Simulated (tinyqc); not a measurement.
# Trap density from the barrier height

Problem. In a partly depleted grain with all boundary traps filled, 2 N W = Qt and VB = q N W^2/(2 eps0 eps_r). Find Qt, W and the doping at which VB would equal Vt.

Inputs (values chosen for the exercise): temperature T = 350 K; relative permittivity eps_r = 11.7.

Constants: q = 1.602176634e-19 C, kB = 1.380649e-23 J/K, Vt = kB T/q, eps0 = 8.8541878128e-14 F/cm where lengths are in cm. Results are converted to the units shown.

doping = 8.7e17 cm^-3
barrier height = 0.21354527 V

Solution. Eliminating W gives VB = q Qt^2/(8 eps0 eps_r N), which falls as 1/N.

Qt = 3.10e12 cm^-2
W = 17.8 nm
doping for VB = Vt = 6.16e18 cm^-3

tinyqc, about 0.01 s, one thread, Intel Xeon 2.30GHz (shared host): `OMP_NUM_THREADS=1 python tinyqc.py 2830222 2830223 out.jsonl`
